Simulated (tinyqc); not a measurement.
What each change does: conductance of a narrow metal strip with scatterers (square lattice, Green functions).

A strip of W sites across with hard walls, site energy 0 and hopping -t. Mode n = 1 to W has profile chi_n(j) = sqrt(2/(W + 1)) sin(n j pi/(W + 1)) and energy en = -2t cos(n pi/(W + 1)); E = en - 2t cos(kn a). With z_n = exp(i kn a) (Im k > 0 for closed modes, |z| < 1) each lead gives the self-energy -t z_n in mode n. One column carries the site energies v, here a notch at the edge (a site raised out of reach). In the mode basis V_nm = sum_j chi_n(j) v_j chi_m(j), G = (E - en + 2 t z_n - V)^-1, and t_nm = 2t sqrt(sin(kn a) sin(km a)) G_nm in size for open modes. T = sum |t_nm|^2, conductance (2e^2/h) T.

Constants: e^2/h = 3.874045865e-05 S.

Inputs chosen for the exercise (hopping and spacing of the size met in Cu or Al; the lattice is a model; not measured data):
- t = 1.96 eV (hopping)
- W = 3 (sites across)
- E = -1.69 eV (Fermi energy)
- v = (50, 0, 0) eV (site energies in the scattering column)

Open modes M, T and the added resistance (1/T - 1/M)/(2 e^2/h).

One parameter was then changed.

Results before and after:

| case | M | T | added resistance (ohm) |
|---|---|---|---|
| base | 2 | 1.3041 | 3444 |
| changed | 2 | 1.3800 | 2899 |

Which of these changes was made? (a) v = (50, 50, 0) eV; (b) E = -1.53 eV; (c) t = 2.038 eV.
Answer: (b) E = -1.53 eV. Of the candidates, run in turn, only this one gives the changed row.

All candidates:

| case | M | T | added resistance (ohm) |
|---|---|---|---|
| base | 2 | 1.3041 | 3444 |
| t = 2.038 eV | 2 | 1.3334 | 3226 |
| E = -1.53 eV | 2 | 1.3800 | 2899 |
| v = (50, 50, 0) eV | 2 | 0.9720 | 6825 |

Program tinyqc; command `OMP_NUM_THREADS=1 python tinyqc.py 1450356 1450357 out.jsonl`; about 0.01 s on one thread of a shared Intel(R) Xeon(R) Processor @ 2.30GHz.
